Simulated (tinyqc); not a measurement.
## Barrier from its over-barrier resonances

Inverse problem. A flat barrier of width d = 2.5 nm between equal leads transmits fully where k d = n pi, that is at E_n = U + C (n pi/d)^2/m, C = hbar^2/(2 m0), whatever the lead mass. Find m and U.

Constants: q = 1.602176634e-19 C, hbar = 1.054571817e-34 J s, m0 = 9.1093837015e-31 kg, hbar^2/(2 m0) = 0.0380998212 eV nm^2. Results are converted to the units shown.

energies of resonances n = 2 and 3 (eV): 3.3412859  6.8803933

Solution. The spacing is 5 C (pi/d)^2/m, which gives m; either energy then gives U.

m = 0.08500 m0
U = 0.5100 eV

tinyqc, about 0.01 s, one thread, Intel Xeon 2.30GHz (shared host): `OMP_NUM_THREADS=1 python tinyqc.py 2560130 2560131 out.jsonl`
